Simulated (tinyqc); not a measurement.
Compensation sets the slope of the freeze-out: donors with valley-orbit split 1s states.

Each donor binds at most one electron, in any of its states. For a site s, W_s = sum over its states of g exp(E/kT), and the ionised share is 1/(1 + W_s exp(eta)), eta = (EF - Ec)/kT; n = Nc F_1/2(eta); neutrality n + NA = ND x (mean ionised share); holes are neglected. Nc from N = 2 (m kB T/(4 pi c))^(3/2) with c = hbar^2/2m0, in 1/angstrom^3; times 1e24 for 1/cm^3, m = md. F_j(eta) = (1/Gamma(j + 1)) integral_0^infinity x^j dx/(1 + exp(x - eta)), which tends to exp(eta) for eta << 0.

Constants: hbar^2/2m0 = 3.80998211 eV angstrom^2; kB = 8.617333262e-05 eV/K.

Inputs chosen for the exercise (near those of As in Si; the results hold for these values, not for the real material): md = 1.035 m0 (density-of-states mass of the conduction band); E = (54.6, 33, 32.1) meV (binding energies of 1s(A1), 1s(T2), 1s(E)); g = (2, 6, 4) (their degeneracies with spin); ND = 4.1e+17 1/cm^3 (donors).

NA = K ND. The slope energy is -d ln(n T^(-p))/d(1/kT) between 30 and 36 K, with p = 3/4 for K = 0 and p = 3/2 otherwise.

Results:
```
K,n(30 K) (1/cm^3),n(36 K) (1/cm^3),slope energy (meV)
0,1.07e+13,7.14e+13,27.27
0.0010,2.80e+11,1.21e+13,54.11
0.010,2.78e+10,1.23e+12,54.55
0.050,5.33e+09,2.36e+11,54.55
0.20,1.12e+09,4.97e+10,54.55
0.50,2.81e+08,1.24e+10,54.55
```

What does the comparison show, and why?

Without acceptors the slope is 27.27 meV, against half the ground-state energy, 27.30; with K = 0.05 it is 54.55 meV, against the full 54.6. The full energy (less a few meV where excited levels lie within a few kT) shows where n is far below NA, since the acceptors then hold EF near the donor level: n(36 K)/NA is 0.029 for K = 0.001 and 1.2e-05 for K = 0.05.

(tinyqc, `OMP_NUM_THREADS=1 python tinyqc.py 1651551 1651552 out.jsonl`, Intel(R) Xeon(R) Processor @ 2.30GHz, 1 thread, shared host, about 0.02 s.)
